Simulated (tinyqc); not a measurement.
Etch lag against aspect ratio: ion-assisted plasma etching: sheath, surface coverage, synergy and aspect-ratio dependence. Computed by tinyqc, a small Python program. Command: `OMP_NUM_THREADS=1 python tinyqc.py 3022875 3022876 out.jsonl etch walk`. One thread of a shared host (Intel(R) Xeon(R) Processor @ 2.30GHz), about 0.08 s of CPU time with the checks.

Radicals adsorb on bare sites; ions remove covered sites with a high yield and bare sites by sputtering; a slow spontaneous reaction acts everywhere, walls included.

Inputs (values chosen for the exercise, close to those used for silicon in a halogen plasma):

| quantity | value | unit |
|---|---|---|
| plasma density n_e | 5.8e+09 | 1/cm^3 |
| electron temperature T_e | 3.7 | eV |
| ion mass M_i | 80 | u |
| sheath voltage V | 790 | V |
| radical density n | 4.1e+13 | 1/cm^3 |
| radical mass M_n | 80 | u |
| gas temperature T_g | 400 | K |
| sticking coefficient s | 0.24 | - |
| radicals per removed unit x | 4 | - |
| yield slope b | 0.39 | eV^(-1/2) |
| threshold E_th | 21 | eV |
| sputter slope b_p | 0.029 | eV^(-1/2) |
| sputter threshold E_p | 39 | eV |
| spontaneous reaction probability k_c | 0.00017 | - |
| solid density N | 5e+22 | 1/cm^3 |
| ion temperature T_i | 0.55 | eV |

Feature: round hole.

Constants: e = 1.602176634e-19 C; u = 1.6605390666e-27 kg; k_B = 1.380649e-23 J/K; eps_0 = 8.8541878128e-12 F/m.

Method:
- Bohm speed u_B = sqrt(e T_e/M_i); ion flux G_i = 0.61 n_e u_B; radical flux G_n = n c/4 with c = sqrt(8 k_B T_g/(pi M_n)).
- Debye length lambda_D = sqrt(eps_0 T_e/(e n_s)) with n_s = 0.61 n_e, T_e in volts; Child-law sheath d = (sqrt2/3) lambda_D (2 V/T_e)^(3/4); ion energy E = V + T_e/2; angular spread = arctan(sqrt(T_i/E)).
- Yields: Y = b (sqrt(E) - sqrt(E_th)) on covered sites, Y_p = b_p (sqrt(E) - sqrt(E_p)) on bare ones (zero below threshold).
- Steady coverage: s G_n (1 - theta) = x Y G_i theta; removal flux = Y G_i theta + Y_p G_i (1 - theta) + k_c G_n; rate = flux/N, 1 cm/s = 6e8 nm/min.
- Lateral rate = k_c G_n/N; anisotropy = 1 - lateral/vertical; synergy = vertical/(ions alone + radicals alone), with ions alone Y_p G_i/N and radicals alone the lateral rate.
- Transmission of a round hole: K = 1/(1 + 3A/4), walls that scatter diffusely without loss. With a loss probability S = s (1 - theta) at the floor, G_b/G_n = K/(K + S - K S); theta follows G_b, and the two are solved together. Ions are taken to reach the floor unshadowed; G_b replaces G_n in every term of the rate; A is depth over diameter.

yield Y = 9.18733

sputter yield Y_p = 0.634950

ion flux G_i = 7.47385e+14 1/(cm^2 s)

radical flux G_n = 3.33500e+17 1/(cm^2 s)

vertical rate = 63.4817 nm/min

coverage theta = 0.744517

Floor of the feature:

| A | K | G_b/G_n | theta | rate (nm/min) | relative rate |
|---|---|---|---|---|---|
| 0.5 | 0.72727 | 0.97714 | 0.74009 | 63.127 | 0.99441 |
| 1.0 | 0.57143 | 0.95457 | 0.73557 | 62.765 | 0.98871 |
| 2.0 | 0.40000 | 0.91029 | 0.72623 | 62.018 | 0.97694 |
| 5.0 | 0.21053 | 0.78509 | 0.69585 | 59.603 | 0.93890 |
| 10.0 | 0.11765 | 0.60571 | 0.63835 | 55.070 | 0.86750 |
| 20.0 | 0.06250 | 0.36406 | 0.51478 | 45.428 | 0.71560 |
| 50.0 | 0.02597 | 0.13377 | 0.28048 | 27.299 | 0.43004 |
| 100.0 | 0.01316 | 0.06148 | 0.15194 | 17.391 | 0.27395 |

What does the comparison show, and why?

K falls by a factor 55.3 over the rows and the rate by 3.63. Among these rows the rate stays within 10 % of the open-field value up to A = 5, with an open-field coverage of 0.74. Caution: a sheath of several millimetres is collisional at usual pressures, which lowers the ion energy and widens the angles. Caution: rows with A above about 1/(2 tan(ion spread)) or 1/sqrt(k_c), often 10 to 30, are formal: ion shadowing, radical loss on the walls, redeposition of sputtered material and, in fluorocarbon plasmas, polymer growth are left out and add to the lag.
